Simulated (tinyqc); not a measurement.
Worked calculation: thresholds of impact ionisation and Auger recombination from band masses. Values are carried at full precision from step to step, so a last printed digit may differ when a step is redone from the rounded ones.

Parabolic bands, no phonon. At threshold the three slow carriers share one velocity. With M their total mass and m4 the mass of the fast carrier, the fast carrier has the kinetic energy E_T = G M/(M - m4) and the slow ones together E_a = G m4/(M - m4), the activation energy of the Auger rate. CCCH (fast electron): G = Eg, M = 2 me + mh, m4 = me. CHHS (hole into the split-off band): G = Eg - Dso, M = 2 mh + me, m4 = ms; this form holds for Eg > Dso (below, the process needs about Dso - Eg and is marked by a dash). CHHL (hole into the light band): G = Eg, M = 2 mh + me, m4 = ml. CHHH (fast heavy hole): G = Eg, M = 2 mh + me, m4 = mh.

Constants: kB = 8.617333262e-05 eV/K; hbar^2/2m0 = 3.80998211 eV angstrom^2.

Parameters, chosen for this exercise (near those of CdTe, gap at low temperature and not tied to T; not measured data): Eg = 1.631 eV (gap at Gamma to the s-like level); Dso = 0.931 eV (spin-orbit splitting); me = 0.0943 m0 (electron mass at Gamma); mh = 0.61 m0 (heavy-hole mass); ms = 0.265 m0 (split-off mass); ml = 0.1145 m0 (light-hole mass); T = 400 K (temperature).

## Thresholds of four processes

Give G, M, m4, E_T, E_a and E_a/kT.

Results:

| process | G (eV) | M | m4 | E_T (eV) | E_a (eV) | E_a/kT |
|---|---|---|---|---|---|---|
| CCCH | 1.6310 | 0.7986 | 0.0943 | 1.8494 | 0.2184 | 6.34 |
| CHHS | 0.7000 | 1.3143 | 0.2650 | 0.8768 | 0.1768 | 5.13 |
| CHHL | 1.6310 | 1.3143 | 0.1145 | 1.7867 | 0.1557 | 4.52 |
| CHHH | 1.6310 | 1.3143 | 0.6100 | 3.0436 | 1.4126 | 40.98 |

The lowest activation energy is that of CHHL (156 meV), then CHHS (177 meV). At equal G a light fast carrier takes up the energy with little momentum, so little is asked of the slow ones; CHHH asks 0.87 Eg. For equal masses E_T would be 3/2 Eg; for electrons here it is 1.134 Eg.

## Momenta at the CCCH threshold

At the threshold of the parabolic CCCH process the fast electron has E_T = Eg M/(M - me), M = 2 me + mh, and the slow carriers E_a = E_T - Eg together. It has k4 = sqrt(me E_T/c), c = hbar^2/2m0; the slow carriers share k4 in proportion to their masses. Give the wave vectors and kinetic energies, and check that they add up to E_a.

k4 = 0.21395 1/angstrom

electron, electron, hole (1/angstrom): 0.02526  0.02526  0.16342

their kinetic energies (meV): 25.79  25.79  166.80

sum = 218.38 meV

The hole carries 76 % of the momentum and of the energy of the slow carriers.

## Non-parabolicity raises the threshold

Non-parabolic fast electron: E (1 + alpha E) = c k^2/me with alpha = (1 - me)^2/Eg; the slow carriers stay parabolic, so E_T = Eg + me E_T (1 + alpha E_T)/M, M = 2 me + mh (the root between Eg and 1.9 Eg).

Give alpha, E_T, E_a = E_T - Eg and k4.

alpha = 0.5029 1/eV
E_T = 2.1650 eV
E_a = 0.5340 eV
k4 = 0.33457 1/angstrom

E_a is 2.45 times the parabolic value, since an electron at E_T above the edge has 1 + alpha E_T = 2.09 times the squared momentum, and E_T itself is 1.17 times higher. In the real crystal the L valleys lie below this energy, so the fast electron may not stay in the Gamma valley.

## Temperature dependence

For non-degenerate carriers at fixed densities the Auger coefficient goes as exp(-E_a/kT), up to slowly varying powers of T. Give exp(-E_a/kT) for the parabolic and the non-parabolic CCCH value, and the characteristic temperature T0 = kT^2/E_a of each.

Boltzmann factors: 0.001772  1.869e-07

T0 (K): 63  26

Non-parabolicity lowers the factor by 9.5e+03 times; direct CCCH is then negligible, and processes with lower thresholds, or assisted by phonons or defects, take over.

## Checks

- Largest energy that an electron at k4 can give to a pair, by numerical search, against Eg (eV): both 1.6310.

tinyqc: `OMP_NUM_THREADS=1 python tinyqc.py 1850290 1850291 out.jsonl`; about 0.01 s, one thread, shared Intel(R) Xeon(R) Processor @ 2.30GHz.
